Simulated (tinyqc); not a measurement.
Ways to converge the cycle: SCF convergence aids in the sto-6g basis, for H4, spin multiplicity 1. Computed by the program tinyqc with PySCF. RHF with one setting changed at a time; a run stops when the energy changes by less than 1e-09 hartree and the error matrix is below 1e-5. The start is random orbitals. Damping d keeps d of the old density; a shift (hartree) raises the virtual levels; DIIS n extrapolates F over n matrices.

Geometry (angstrom):
```
atom,x,y,z
H,0.0000,0.0000,0.0000
H,0.0000,0.0000,0.7760
H,0.0000,0.0000,2.8560
H,0.0000,0.0000,3.6320
```

lowest restricted solution found by these runs and by PySCF = -2.243189 hartree

Largest element of the error matrix X^T (FDS - SDF) X:
```
iteration,plain,damping 0.3,damping 0.6,shift 0.4,DIIS 3,DIIS 8
1,6.6e-01,6.6e-01,6.6e-01,6.6e-01,6.6e-01,6.6e-01
2,1.4e-01,3.1e-01,4.7e-01,3.5e-01,1.4e-01,1.4e-01
3,2.0e-02,1.3e-01,3.3e-01,1.3e-01,3.4e-03,3.4e-03
4,3.0e-03,5.4e-02,2.2e-01,4.6e-02,2.1e-04,2.1e-04
5,4.3e-04,2.2e-02,1.5e-01,1.7e-02,1.7e-05,2.6e-05
6,6.4e-05,8.8e-03,9.9e-02,5.9e-03,2.1e-06,6.3e-07
8,1.4e-06,1.4e-03,4.3e-02,7.7e-04,-,-
10,-,2.3e-04,1.9e-02,1.0e-04,-,-
14,-,6.0e-06,3.5e-03,-,-,-
20,-,2.6e-08,2.9e-04,-,-,-
30,-,-,4.4e-06,-,-,-
```

How each run ends:
```
run,iterations,E (hartree),state
plain,8,-2.243189,lowest found
damping 0.3,20,-2.243189,lowest found
damping 0.6,42,-2.243189,lowest found
shift 0.4,13,-2.243189,lowest found
DIIS 3,6,-2.243189,lowest found
DIIS 8,6,-2.243189,lowest found
```

What does the comparison show, and why?

6 of 6 runs reach the lowest restricted solution found, in 6 to 42 iterations (fastest: DIIS 3, DIIS 8). Plain steps already contract here, so damping only slows them. DIIS 3 and DIIS 8 gain by cancelling the error over several earlier matrices, much as a quasi-Newton step does.
